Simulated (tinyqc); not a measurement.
What each parameter does: configuration-coordinate model of carrier capture at a defect.

Two parabolas of equal curvature k in one coordinate Q: with the carrier free at the band edge, U_f = k Q^2/2; with the carrier trapped, U_t = k (Q - dQ)^2/2 - ET. ER = k dQ^2/2, Huang-Rhys factor S = ER/hw, hw = 0.0646541 sqrt(k/M) eV for k in eV/angstrom^2 and M in u. The curves cross at a height Eb = (ER - ET)^2/(4 ER) above the free minimum.

Multiphonon factor for giving p = ET/hw phonons to the lattice: W = exp(-S (2 nb + 1)) ((nb + 1)/nb)^(p/2) I_p(x), nb = 1/(exp(hw/kT) - 1), x = 2 S sqrt(nb (nb + 1)), I_p the modified Bessel function. Classical limit: W = hw exp(-Eb/kT)/sqrt(4 pi ER kT). At T = 0: exp(-S) S^p/Gamma(p + 1).

Constants: kB = 8.617333262e-05 eV/K.

Inputs chosen for the exercise (of the size met at a deep level in GaN; the results hold for these values, not for the real material):
- ET = 0.68 eV (thermal depth of the level below the band edge)
- ER = 0.46 eV (relaxation energy)
- hw = 0.045 eV (phonon energy of the mode)
- T = 150 K (temperature)

Eb, log10 W and the full width 2.35482 sqrt(ER hw coth(hw/2kT)). Each row changes one parameter from the base and keeps the others.

Results:
```
case,Eb (eV),log10 W,full width (eV)
base,0.0263,-1.418,0.3494
ET = 0.72 eV,0.0367,-1.585,0.3494
ER = 0.51 eV,0.0142,-1.233,0.3679
hw = 0.054 eV,0.0263,-1.314,0.3769
T = 180 K,0.0263,-1.407,0.3580
```

The largest shifts from the base row, up to three for each result and ties (the steps differ in size, so this ranks the rows, not the parameters). Eb (eV): ER -0.0121, ET +0.0104; unchanged at the printed digits by hw and T. log10 W: ER +0.185, ET -0.167, hw +0.104. full width (eV): hw +0.0275, ER +0.0185, T +0.0086; unchanged at the printed digits by ET.

Computed by tinyqc, a small Python program: `OMP_NUM_THREADS=1 python tinyqc.py 1450911 1450912 out.jsonl` (the numbers bound the seed that draws the inputs); one thread of a shared host (Intel(R) Xeon(R) Processor @ 2.30GHz), about 0.01 s for the whole set of steps.
